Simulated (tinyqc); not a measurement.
Strength of the attraction: Bethe-Salpeter matrix of a two-band square lattice (Tamm-Dancoff form).

One valence and one conduction band, lattice period 1, mesh k = 2 pi j/N along each axis (first index slowest). Pair energies D(k) = Eg + 2 t sum(1 - cos k), t = tc + tv. Screened attraction W(R) = U at R = 0 and V/|R| otherwise, R over the N x N cells with the nearest image; W(q) = sum_R W(R) cos(q R). H(k, k') = D(k) delta - W(k - k')/Nk + 2 J/Nk for singlets (J = 0 for triplets), Nk the number of k points. With a constant transition dipole the strength of a state is f = (sum_k A_k)^2/Nk, and the f sum to 1.

Values chosen for the exercise: Eg = 3.2 eV (quasiparticle gap); tc = 0.29 eV (conduction hopping); tv = 0.09 eV (valence hopping); U = 1.85 eV (attraction in the same cell); V = 0.98 eV (attraction at one cell distance); fs = (0.2, 0.4, 0.7, 1, 1.4, 2, 2.6) (scale factors of U and V).

Triplets, N = 24; U and V scaled together, as weaker screening would do. f is the weight at R = 0.

Results:
```
scale    U/t  binding (eV)      f  Eg - second level (eV)
0.20    0.97        0.0683  0.067                  0.0131
0.40    1.95        0.2182  0.180                  0.0439
0.70    3.41        0.5334  0.368                  0.1398
1.0     4.87        0.9237  0.538                  0.2811
1.4     6.82        1.5200  0.699                  0.5255
2.0     9.74        2.5046  0.830                  0.9674
2.6    12.66        3.5423  0.894                  1.4720
```

The binding grows with exponent 1.68 between scales 0.2 and 0.4 and 1.32 over the last two rows (about 2 for a wide, hydrogen-like pair, 1 for a pair held in one cell). f rises from 0.067 to 0.894. On this mesh a second level lies below the gap from scale 0.2 on; in an infinite lattice the tail V/|R| binds a whole series at any scale. The binding exceeds Eg in the rows from scale 2.6 on, where the ground state itself would be unstable. 

tinyqc: `OMP_NUM_THREADS=1 python tinyqc.py 1251117 1251118 out.jsonl`; about 0.7 s, one thread, shared Intel(R) Xeon(R) Processor @ 2.30GHz.
